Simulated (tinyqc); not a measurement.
## Doping from resistivity

Inverse problem. A uniform, uncompensated and fully ionised sample has rho = 1/(q N mu), mu = m1 + (m2 (T/300 K)^(-bt) - m1)/(1 + (N/Nr)^am). Find N, mu and the diffusion coefficient mu Vt.

Values chosen for this exercise: temperature T = 500 K; mobility limit at high doping m1 = 46.4 cm^2/(V s); mobility limit at low doping, at 300 K m2 = 482 cm^2/(V s); reference doping of the mobility law Nr = 2.28e17 cm^-3; exponent of the mobility law am = 0.719; temperature exponent of m2 bt = 1.8.

Constants: q = 1.602176634e-19 C, kB = 1.380649e-23 J/K, Vt = kB T/q. Results are converted to the units shown.

resistivity = 0.014183441 ohm cm

Solution. With am below 1 the product N mu rises steadily with N, so one doping matches; it is found by iterating N = 1/(q rho mu(N)).

N = 7.70e18 cm^-3
mu = 57.2 cm^2/(V s)
diffusion coefficient = 2.46 cm^2/s

Numbers from tinyqc (`OMP_NUM_THREADS=1 python tinyqc.py 2110143 2110144 out.jsonl`; about 0.01 s on one thread of a shared Intel Xeon 2.30GHz).
